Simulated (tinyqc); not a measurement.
From results back to parameters: averaged masses of warped heavy- and light-hole bands. Two cases, with inputs chosen for the exercise.

Problem. For B along [111] the central orbits have s = 1/4 all round, so the cyclotron masses are 1/(g1 -/+ sqrt(g2^2 + 3 g3^2)). They are given with the heavy-hole mass along [100], 1/(g1 - 2 g2); g2 and g3 are positive.

Case 1.

heavy and light cyclotron mass for B along [111]; heavy mass along [100] (m0): 0.5050986  0.0262742  0.3289474

Case 2.

heavy and light cyclotron mass for B along [111]; heavy mass along [100] (m0): 0.6358335  0.0800816  0.3412969

Find: g1; sqrt(g2^2 + 3 g3^2); g2; g3.

Solution. The mean of the two inverse cyclotron masses is g1 and half their difference is the root; g2 = (g1 - 1/m[100])/2, and g3 follows.

Case 1.

g1 = 20.02
sqrt(g2^2 + 3 g3^2) = 18.040
g2 = 8.49
g3 = 9.19

Case 2.

g1 = 7.03
sqrt(g2^2 + 3 g3^2) = 5.457
g2 = 2.05
g3 = 2.92

Computed by tinyqc, one run a case: `OMP_NUM_THREADS=1 python tinyqc.py N N+1 out.jsonl` with N = 1050858, 1050949; one thread of a shared Intel(R) Xeon(R) Processor @ 2.30GHz, about 0.03 s a run at most.
